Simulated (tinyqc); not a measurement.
# Gate work function from the charge

Problem. For an undoped double gate, Q = 8 eps0 eps_r Vt beta tan(beta)/ts with 0 < beta < pi/2, and at the source (Vg - dphi)/(2 Vt) - ln[(2/ts) sqrt(2 eps0 eps_r Vt/(q ni))] = ln(beta) - ln(cos beta) + 2 r beta tan(beta), r = eps_r tox/(eox ts). Find beta and dphi.

Inputs (values chosen for the exercise); material values close to those of silicon: temperature T = 293 K; relative permittivity of the semiconductor eps_r = 11.9; relative permittivity of the gate insulator eox = 3.82; insulator thickness tox = 3.7 nm; body thickness ts = 25 nm; gate voltage Vg = 0.46 V.

Constants: q = 1.602176634e-19 C, kB = 1.380649e-23 J/K, Vt = kB T/q, eps0 = 8.8541878128e-14 F/cm where lengths are in cm. Results are converted to the units shown.

Qs = 113.48678 nC/cm^2
ni = 7.5723465e9 cm^-3

Answer. beta tan(beta) rises from 0 without bound on the interval, so the charge fixes beta; the second relation is then explicit in dphi.

beta = 0.951
dphi = -0.0600 V

Numbers from tinyqc (`OMP_NUM_THREADS=1 python tinyqc.py 2440020 2440021 out.jsonl`; about 0.01 s on one thread of a shared Intel Xeon 2.30GHz).
